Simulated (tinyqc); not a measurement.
# CMOS latch-up, two-transistor model: effect of the substrate resistance shunting the npn

A parasitic pnp (emitter at Vdd, base shunted by Rw) and npn (emitter at ground, base shunted by Rs) feed each other: the npn collector current flows out of the pnp base node, the pnp collector current into the npn base node. Forward-active transistors with constant gains: Icn = Isn exp(Vn/Vt), Icp = Isp (exp(Vp/Vt) - 1). A current Ii is injected into the npn base node.

Node equations: Vp/Rw + Icp/bp = Icn and Vn/Rs + Icn/bn = Icp + Ii. Loop gain G = gn gp/[(1/Rw + gp/bp)(1/Rs + gn/bn)], gn = Icn/Vt, gp = (Icp + Isp)/Vt; the off state ends where G = 1, and Ii there is the trigger current. On state with both base-emitter voltages at Von: npn base current Ib = (Von/Rs + bp Von/Rw)/(bn bp - 1), holding current Ih = (bn + 1) Ib + Von/Rs, holding voltage Vh = Vsat + Von + R2 (Ib + Von/Rs).

Parameters, values chosen for the exercise; values close to those of bulk CMOS: temperature T = 250 K; current gain of the npn bn = 23.8; current gain of the pnp bp = 3.1; saturation current of the npn at T Isn = 4.4e-19 A; saturation current of the pnp at T Isp = 5.5e-20 A; well resistance shunting the pnp Rw = 620 ohm; resistance from the pnp collector to the npn base R2 = 450 ohm; base-emitter voltage in the on state Von = 0.82 V; saturation voltage Vsat = 0.08 V; supply voltage Vdd = 1.8 V.

Constants: q = 1.602176634e-19 C, kB = 1.380649e-23 J/K, Vt = kB T/q. Results are converted to the units shown.

Result of one run:
```
Rs (ohm),Vn at trigger (V),trigger current (mA),Ih (mA),Vh (V)
6200,0.76338,0.16681,1.5744,0.98568
```

What becomes of these results when the substrate resistance shunting the npn Rs is changed from 6200 to 230 ohm, all else the same?

Result of the changed run:
```
Rs (ohm),Vn at trigger (V),trigger current (mA),Ih (mA),Vh (V)
230,0.76411,3.3645,6.1772,2.5517
```

The whole series:
```
Rs (ohm),Vn at trigger (V),trigger current (mA),Ih (mA),Vh (V)
120,0.76446,6.4106,10.559,4.0426
230,0.76411,3.3645,6.1772,2.5517
450,0.76383,1.7406,3.8402,1.7566
860,0.76364,0.93147,2.6755,1.3603
1700,0.76350,0.49276,2.0438,1.1454
3200,0.76342,0.28224,1.7407,1.0422
6200,0.76338,0.16681,1.5744,0.98568
12000,0.76335,0.10730,1.4887,0.95652
```

As Rs goes from 120 to 12000 ohm, the trigger current falls from 6.41 to 0.107 mA, Ih falls from 10.6 to 1.49 mA and Vh falls from 4.04 to 0.957 V. Vh exceeds the supply Vdd = 1.8 V, which then cannot sustain a latched state, in 2 of the 8 rows. The trigger current goes as Rs^(-0.89): most of it flows through the shunt.

Computed by the program tinyqc: `OMP_NUM_THREADS=1 python tinyqc.py 2670120 2670121 out.jsonl`, one thread of a shared Intel Xeon 2.30GHz, about 0.08 s for the whole run.
